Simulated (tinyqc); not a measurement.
Which input was changed? Model: minority-electron transport through the base of a bipolar transistor (Moll-Ross and Kroemer integrals). Computed by tinyqc, a small Python program. Command: `OMP_NUM_THREADS=1 python tinyqc.py 3031828 3031829 out.jsonl base which`. One thread of a shared host (Intel(R) Xeon(R) Processor @ 2.30GHz), about 0.05 s of CPU time with the checks.

Low injection, one dimension, x from the emitter edge (0) to the collector edge (W), s = x/W. Recombination is treated as a small correction (valid for tau_B well below tau_n), computed from the stored charge.

Inputs (values chosen for the exercise, modelled on silicon):

| quantity | value | unit |
|---|---|---|
| intrinsic density n_i at the emitter edge | 1e+10 | 1/cm^3 |
| base doping at the emitter edge N_0 | 4.6e+19 | 1/cm^3 |
| base width W | 120 | nm |
| mu_min | 230 | cm^2/(V s) |
| mu_max | 1400 | cm^2/(V s) |
| N_ref | 2.2e+17 | 1/cm^3 |
| electron lifetime tau_n | 13 | ns |
| emitter Gummel number G_E | 8.1e+12 | s/cm^4 |
| base-emitter voltage V_BE | 0.65 | V |
| temperature T | 300 | K |
| doping ratio N_0/N(W) | 4.2 | - |

Base doping profile: Gaussian. Gap grading: none. Exit of the base: infinite sink.

Constants: k_B = 8.617333262e-05 eV/K; e = 1.602176634e-19 C.

Method:
- N(x) = N_0 (ratio)^(-s^2); n_i(x) = n_i; D(x) = (k_B T/e) mu, mu = mu_min + (mu_max - mu_min)/(1 + (N/N_ref)^0.7).
- With y(x) = N n_i^2/(D n_i(x)^2): base Gummel number G_B = int_0^W y dx; J_C = e n_i^2 exp(e V_BE/k_B T)/G_B; n(x) = (J_C/e)(n_i(x)^2/(N n_i^2)) [int_x^W y dx]; transit time tau_B = (e/J_C) int n dx; trapezoid rule on 401 even points.
- Emitter-limited gain beta_E = G_E/G_B; recombination-limited gain beta_R = tau_n/tau_B; 1/beta = 1/beta_E + 1/beta_R; f_T from the base alone = 1/(2 pi tau_B).

Question. One of these inputs alone was changed, within the range given: base width W (60 to 240); mu_min (115 to 460); mu_max (700 to 2800); emitter Gummel number G_E (4.05e+12 to 1.62e+13). Which one, and to what value?

Results:

| run | current gain beta | base transit time tau_B (ps) | base Gummel number G_B (s/cm^4) |
|---|---|---|---|
| before | 0.1491071 | 6.752471 | 5.431917e+13 |
| after | 0.2006449 | 6.752471 | 5.431917e+13 |

Answer.

Each candidate set to reproduce current gain beta, and what it then gives:

| candidate | range searched | value needed | base transit time tau_B (ps) | base Gummel number G_B (s/cm^4) |
|---|---|---|---|---|
| base width W (nm) | 60 to 240 | 89.18 | 3.7292 | 4.0368e+13 |
| mu_min (cm^2/(V s)) | 115 to 460 | 324.1 | 5.0627 | 4.0367e+13 |
| mu_max (cm^2/(V s)) | 700 to 2800 | out of reach | - | - |
| emitter Gummel number G_E (s/cm^4) | 4.05e+12 to 1.62e+13 | 1.090e13 | 6.7525 | 5.4319e+13 |

Only emitter Gummel number G_E fits every result: it went from 8.1e+12 to 1.09e13 s/cm^4. The next best candidate, mu_min, misses one result by 26 %.

Caution: a current gain below 1 is far from a working transistor: the base is too heavily doped or too wide for this emitter and lifetime.
